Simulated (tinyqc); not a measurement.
Pump-down curve: gas flow in a process chamber: flow regimes, conductance, effective pumping speed, pump-down, outgassing and purge. Computed by tinyqc, a small Python program. Command: `OMP_NUM_THREADS=1 python tinyqc.py 3120626 3120627 out.jsonl pump walk`. One thread of a shared host (Intel(R) Xeon(R) Processor @ 2.30GHz), about 0.08 s of CPU time with the checks.

Ideal gas, isothermal flow, a pump of constant speed at the end of a round pipe; process gas, volume gas and outgassing are given the same properties. 1 sccm = 101325 Pa x 1e-6 m^3/60 s x T/273.15 K.

Inputs (values chosen for the exercise, modelled on hydrogen near room temperature):
```
quantity                     value            unit
molar mass M                 2.016           g/mol
molecular diameter            0.27              nm
viscosity eta                  8.9   micropascal s
temperature T                  350               K
chamber volume V               220               L
wall area                        2             m^2
pipe diameter d                6.3              cm
pipe length l                   83              cm
pump speed S                   140             L/s
outgassing rate after 1 h  2.1e-06  Pa m^3/(s m^2)
outgassing exponent n         0.84               -
starting pressure p0           590              Pa
```

Constants: k_B = 1.380649e-23 J/K; u = 1.6605390666e-27 kg.

Method:
- Mean speed c = sqrt(8 k_B T/(pi m)); aperture conductance C_a = c pi d^2/16; molecular pipe C_m = C_a/(1 + 3 l/(4 d)) (Dushman form); viscous pipe C_v = pi d^4 p_mean/(128 eta l); Knudsen interpolation C = C_v + C_m (1 + x)/(1 + 1.24 x), x = d p_mean sqrt(m/(k_B T))/eta.
- Effective speed 1/S_eff = 1/S + 1/C_m; time constant V/S_eff; pressure at which the free path k_B T/(sqrt2 pi d_m^2 p) equals d.
- Pump-down: V dp/dt = -S_eff(p) p + q(t) A, with S_eff = S p_2/p, where p_2 solves C((p + p_2)/2) (p - p_2) = S p_2 at each moment, and q(t) = q_1 (1 h/(t + 10 s))^n; integrated adaptively. At long times p = q(t) A/S_eff.
- S_eff(p) is tabulated at 260 pressures and interpolated in ln p. Comparison columns: p0 exp(-t/time constant) with the molecular S_eff (0 below 1e-26 p0), and the outgassing limit.

time constant = 3.17358 s

S_eff in molecular flow = 69.3224 L/s

Pressure against time:
```
t (s)       p (Pa)  S_eff (L/s)  volume gas only (Pa)  outgassing limit (Pa)
0.3     4.8793e+02       139.24            5.3678e+02             8.2963e-03
1       3.1349e+02       138.82            4.3053e+02             7.8505e-03
3       8.9680e+01       135.98            2.2925e+02             6.8227e-03
10      2.4156e+00        84.63            2.5257e+01             4.7512e-03
30      7.0434e-03        69.14            4.6285e-02             2.6542e-03
100     1.1644e-03        69.29            1.2194e-11             1.1347e-03
300     4.7951e-04        69.31                     0             4.7525e-04
1000    1.7669e-04        69.32                     0             1.7621e-04
3600    6.0492e-05        69.32                     0             6.0445e-05
20000   1.4344e-05        69.32                     0             1.4342e-05
100000  3.7123e-06        69.32                     0             3.7122e-06
```

From t = 100 s on the pressure is within 20 % of the outgassing limit, which falls only as (t + 10 s)^-0.84: walls, not volume, set the time to base pressure. Early on viscous flow raises S_eff to 139 L/s, 2.0 times its molecular value.
